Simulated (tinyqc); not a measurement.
Worked calculation: Wannier-Stark ladder of a miniband. Values are carried at full precision from step to step, so a last printed digit may differ when a step is redone from the rounded ones.

One state in each well j = -(Nw - 1)/2 ... (Nw - 1)/2: H_jj = j e F d, H_(j,j+1) = -W/4; 1 kV/cm = 0.01 meV/angstrom. In an infinite chain the levels are j e F d and the state of well 0 has amplitude J_j(x) in size on well j, x = W/(2 e F d).

Constants: hbar = 6.58211957e-16 eV s.

Values chosen for the exercise (near those of a non-polar GaN/AlGaN superlattice; not measured data): W = 40 meV (miniband width); d = 45 angstrom (period); F = 32 kV/cm (field); Nw = 7 (wells).

## Scales

Give e F d, x, the Bloch frequency e F d/(2 pi hbar) and period, and the swing W/(e F) of a wave packet.

e F d = 14.400 meV
x = 1.3889
frequency = 3.482 THz
period = 0.287 ps
swing = 125 angstrom

## The matrix

Fill it in.

H (meV), lower triangle:
```
         -3       -2       -1        0        1        2       3
-3  -43.200
-2  -10.000  -28.800
-1        0  -10.000  -14.400
0         0        0  -10.000        0
1         0        0        0  -10.000   14.400
2         0        0        0        0  -10.000   28.800
3         0        0        0        0        0  -10.000  43.200
```

## Levels and the middle state

Diagonalise; give the levels, their spacings and the weights of the middle level on the wells.

levels (meV): -49.029  -29.818  -14.492  0.000  14.492  29.818  49.029

spacings (meV): 19.211  15.326  14.492  14.492  15.326  19.211

weights: 0.0022  0.0416  0.2916  0.3292  0.2916  0.0416  0.0022

The spacing in the middle is 1.0064 e F d and at the ends 1.334 e F d; states that reach the ends of the stack are pushed apart.

## Bessel amplitudes

With x = W/(2 e F d): J_j(x)^2 for j = 0 to 5, their running sum over -j ... j, and the spread sqrt(sum j^2 J_j^2) = x/sqrt2. For a hole fixed in well 0 the J_j^2 are the strengths of the optical lines at j e F d.

Weights:

| j | J_j^2 | sum |
|---|---|---|
| 0 | 0.3282 | 0.3282 |
| 1 | 0.2915 | 0.9112 |
| 2 | 0.0419 | 0.9950 |
| 3 | 0.0024 | 0.9998 |
| 4 | 0.0001 | 1.0000 |
| 5 | 0.0000 | 1.0000 |

spread = 0.982 periods

The strongest line is j = 0.

## Checks

- Weight on well 1 of the middle state of 61 wells against J_1(x)^2: both 0.2915.

Program tinyqc; command `OMP_NUM_THREADS=1 python tinyqc.py 1252252 1252253 out.jsonl`; about 0.01 s on one thread of a shared Intel(R) Xeon(R) Processor @ 2.30GHz.
